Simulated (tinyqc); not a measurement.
Matthiessen's rule against the full average: mobility of a non-polar semiconductor in the relaxation-time approximation. Computed by tinyqc, a small Python program. Command: `OMP_NUM_THREADS=1 python tinyqc.py 3010765 3010766 out.jsonl rta walk`. One thread of a shared host (Intel(R) Xeon(R) Processor @ 2.30GHz), about 0.01 s of CPU time with the checks.

Each valley is treated as a sphere of mass m_d for states and rates, with one isotropic relaxation time; the conductivity mass m_c sets the current.

Inputs (values chosen for the exercise, modelled on holes in silicon):
```
quantity                                            value       unit
longitudinal mass m_l                               0.514        m_0
transverse mass m_t                                 0.514        m_0
equivalent valleys Z                                    1          -
static permittivity eps_s                            11.7          -
density rho                                          2329     kg/m^3
sound velocity v_l                                   8850        m/s
acoustic deformation potential D_A                    5.8         eV
phonon energy hbar w                                 63.8        meV
optical or intervalley deformation potential D_o       10  1e8 eV/cm
final valleys Z_f                                       1          -
carrier density n                                 1.8e+16     1/cm^3
compensation ratio C                                    0          -
temperature T                                         300          K
alloy fraction x                                     0.42          -
alloy potential U                                    0.57         eV
lattice constant a                                   5.51   angstrom
```

Band: parabolic. Impurity formula: Conwell-Weisskopf. Further scattering: alloy.

Constants: k_B = 8.617333262e-05 eV/K; m_0 = 9.1093837015e-31 kg; e = 1.602176634e-19 C; hbar = 1.054571817e-34 J s; eps_0 = 8.8541878128e-12 F/m; k_B = 1.380649e-23 J/K; hbar = 6.582119569e-16 eV s.

Method:
- m_d = (m_l m_t^2)^(1/3); 1/m_c = (1/m_l + 2/m_t)/3; Hall mass factor A = 3 K_m (K_m + 2)/(2 K_m + 1)^2, K_m = m_l/m_t; N_I = n (1 + C)/(1 - C).
- Parabolic band: E = hbar^2 k^2/(2 m), speed v = hbar k/m, states per spin, volume and energy g(E) = m k/(2 pi^2 hbar^2). Here m = m_d. Masses are multiplied by m_0 and all formulas are in SI units.
- The reduced Fermi level eta = E_F/(k_B T) solves n = 2 Z int g f dE with f = 1/(1 + exp(x - eta)) (Z = 1 unless valleys are given); screening length L_s = sqrt(eps_s eps_0 k_B T/(e^2 dn/deta)), dn/deta = 2 Z int g f (1 - f) dE.
- Integrals over x = E/(k_B T) use 160 Gauss-Legendre points in u = sqrt(x) from 0 to sqrt(max(eta, 0) + 32).
- Phonon occupation N_q = 1/(exp(hbar w/(k_B T)) - 1).
- Acoustic deformation potential (elastic, equipartition, absorption and emission together): 1/tau = 2 pi k_B T D_A^2 g(E)/(hbar rho v_l^2).
- Optical or intervalley deformation potential: 1/tau = (pi Z_f D_o^2/(rho w)) [N_q g(E + hbar w) + (N_q + 1) g(E - hbar w)], with g = 0 below the band edge.
- Each optical term is multiplied by (1 - f(E'))/(1 - f(E)), E' the final energy, for Pauli blocking.
- Singly charged impurities, momentum relaxation: 1/tau = N_I e^4 m (1 + 2 alpha E) Phi/(8 pi (eps_s eps_0)^2 hbar^3 k^3), with alpha = 0 for a parabolic band.
- Conwell-Weisskopf: Phi = ln(1 + y^2), y = 4 pi eps_s eps_0 E N_I^(-1/3)/e^2 (largest impact parameter N_I^(-1/3)/2).
- Alloy disorder: 1/tau = (2 pi/hbar) Omega x (1 - x) U^2 g(E), Omega = a^3/4 (other conventions for Omega rescale U).
- mu = (m_d/m_c) (2 Z e/(3 n k_B T)) int g v^2 tau f (1 - f) dE.
- Averages over x are split at the emission threshold x_0 = hbar w/(k_B T): 64 Gauss-Legendre points in sqrt(x) below it and 128 in sqrt(x - x_0) above it, up to x = max(eta, 0) + 32.
- Rates are added at each energy before the average. With <y> = int g v^2 y f (1 - f) dE: Hall factor r_H = A (3 n k_B T/(2 Z m_d)) <tau^2/(1 + 2 alpha E)>/<tau>^2 (alpha = 0 for a parabolic band); Hall mobility r_H mu; |S| = (k_B/e) (<x tau>/<tau> - eta); resistivity 1/(n e mu).
- Matthiessen's rule adds 1/mu of the separate processes.

acoustic mobility = 1748.77 cm^2/(V s)

optical mobility = 2696.25 cm^2/(V s)

ionised impurity mobility = 27992.2 cm^2/(V s)

alloy mobility = 403.566 cm^2/(V s)

drift mobility mu = 269.796 cm^2/(V s)

Separate mobilities:
```
process           mu (cm^2/(V s))  share of the sum of 1/mu (%)
acoustic                     1749                        16.544
optical                      2696                        10.731
ionised impurity            27992                         1.034
alloy                         404                        71.691
```

mobility by Matthiessen's rule = 289.32 cm^2/(V s)

excess of Matthiessen's rule over the full mu = 7.2376 %

What does the comparison show, and why?

The rule gives 289.3 against the full 269.8, 7.2 % too high; it can only overestimate, since each separate average is carried by the energies where that process is weak. The largest shares are alloy (72 %) and acoustic (17 %).

Extremes, crossings and ranges named in words are read from the listed rows.
